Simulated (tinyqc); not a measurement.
# Worked calculation: on-chip power grid, static voltage drop by conjugate gradients

Numbers from tinyqc (`OMP_NUM_THREADS=1 python tinyqc.py 2770213 2770214 out.jsonl`; about 0.09 s on one thread of a shared Intel Xeon 2.30GHz). Printed values are rounded.

A grid of 3 rows and 3 columns, node k = 3 row + column. Neighbours in a row are joined by Rx, in a column by Ry; pad nodes, which reach the supply through Rp: 0, 2, 6, 8. Each node draws I0, node 6 draws kh I0. The drops u = Vdd - V solve G u = i, with G the conductance matrix (1/Rp added on the diagonal at pad nodes).

Parameters, values chosen for the exercise: supply voltage Vdd = 0.8 V; resistance of a horizontal segment Rx = 0.31 ohm; resistance of a vertical segment Ry = 0.72 ohm; resistance from a pad node to the supply Rp = 0.054 ohm; load current of an ordinary node I0 = 1.6 mA; factor on the load at the hot node kh = 3.

## Diagonal of G, loads and first direction

G_kk = sum of the conductances at node k. Start u = 0, so the residual is r = i; z = r/G_kk (Jacobi preconditioner), p = z.

G_kk (S):
```
         col 0    col 1    col 2
row 0  23.1332  7.84050  23.1332
row 1  6.00358  9.22939  6.00358
row 2  23.1332  7.84050  23.1332
```

r at the start (mA):
```
       col 0  col 1  col 2
row 0    1.6    1.6    1.6
row 1    1.6    1.6    1.6
row 2    4.8    1.6    1.6
```

p at the start (mV):
```
           col 0     col 1      col 2
row 0  0.0691646  0.204069  0.0691646
row 1   0.266507  0.173359   0.266507
row 2   0.207494  0.204069  0.0691646
```

## Iteration 1: conjugate-gradient step

u at the start (mV):
```
       col 0  col 1  col 2
row 0      0      0      0
row 1      0      0      0
row 2      0      0      0
```

q = G p; with z = r/G_kk: a = (r.z)/(p.q); u(new) = u + a p; r(new) = r - a q; b = (r.z)(new)/(r.z); p(new) = z(new) + b p.

q (mA):
```
         col 0     col 1    col 2
row 0  0.57157   0.91300  0.57157
row 1  0.65653  -0.68626  0.84865
row 2  3.77157   0.46678  0.57157
```

a = 2.12380

u after iteration 1 (mV):
```
          col 0     col 1     col 2
row 0  0.146892  0.433400  0.146892
row 1  0.566007  0.368180  0.566007
row 2  0.440675  0.433400  0.146892
```

r after iteration 1 (mA):
```
          col 0     col 1     col 2
row 0   0.38611  -0.33903   0.38611
row 1   0.20567   3.05748  -0.20236
row 2  -3.21003   0.60866   0.38611
```

b = 0.499300

p after iteration 1 (mV):
```
           col 0     col 1     col 2
row 0   0.051225  0.058651  0.051225
row 1   0.167325  0.417834  0.099360
row 2  -0.035161  0.179522  0.051225
```

## Iteration 2: conjugate-gradient step

As before.

q (mA):
```
          col 0     col 1     col 2
row 0   0.76340  -0.45095   0.85780
row 1  -0.36562   2.66529  -0.89363
row 2  -1.62489   0.77540   0.46789
```

a = 1.25217

u after iteration 2 (mV):
```
          col 0     col 1     col 2
row 0  0.211033  0.506841  0.211033
row 1  0.775526  0.891378  0.690423
row 2  0.396647  0.658191  0.211033
```

r after iteration 2 (mA):
```
          col 0     col 1     col 2
row 0  -0.56979   0.22564  -0.68799
row 1   0.66348  -0.27991   0.91661
row 2  -1.17540  -0.36227  -0.19976
```

b = 0.219473

p after iteration 2 (mV):
```
           col 0      col 1      col 2
row 0  -0.013388   0.041651  -0.018498
row 1   0.147237   0.061375   0.174483
row 2  -0.058527  -0.006804   0.002607
```

## Iteration 3: conjugate-gradient step

As before.

q (mA):
```
          col 0     col 1     col 2
row 0  -0.64857   0.34418  -0.80461
row 1   0.78585  -0.51975   0.87161
row 2  -1.53646   0.04179  -0.16008
```

a = 0.939172

u after iteration 3 (mV):
```
          col 0     col 1     col 2
row 0  0.198459  0.545959  0.193661
row 1  0.913807  0.949020  0.854292
row 2  0.341680  0.651801  0.213482
```

r after iteration 3 (mA):
```
           col 0      col 1      col 2
row 0   0.039330  -0.097606   0.067680
row 1  -0.074567   0.208225   0.098014
row 2   0.267603  -0.401519  -0.049423
```

b = 0.0952312

p after iteration 3 (mV):
```
           col 0       col 1       col 2
row 0  0.0004251  -0.0084824   0.0011641
row 1  0.0016012   0.0284059   0.0329422
row 2  0.0059943  -0.0518588  -0.0018882
```

## Course of the conjugate-gradient iteration

Stop when |r| is below 1e-9 mA.

Course of the iteration:
```
iteration  largest u (mV)  |r| (mA)
1                0.566007      4.55
2                0.891378      1.94
3                0.949020     0.556
4                0.974283     0.134
5                0.974920    0.0153
6                0.975022   6.16e-3
7                0.974920   3.50e-4
8                0.974922   1.11e-4
9                0.974920   < 1e-12
```

Converged in 9 iterations for 9 unknowns; in exact arithmetic the method needs at most 9. The condition number of the scaled matrix is 6.10. Gauss-Seidel sweeps in node order need 35 to reach the same residual.

## Worst drop, pad currents and power lost

converged u (mV):
```
          col 0     col 1     col 2
row 0  0.199523  0.540135  0.197547
row 1  0.916738  0.974920  0.883822
row 2  0.346817  0.604424  0.206512
```

Pad current u/Rp; worst drop as a share of Vdd; power lost in the grid and pads sum_k i_k u_k; power delivered sum_k i_k (Vdd - u_k).

worst drop = 0.974920 mV
share of Vdd = 0.121865 %
pad currents (mA): node 0 3.69488, node 2 3.65828, node 6 6.42255, node 8 3.82430
power lost = 0.00890252 mW
power delivered = 14.0711 mW

The pad currents add up to the total load, 17.60 mA. The worst drop is at node 4, not at the hot node.
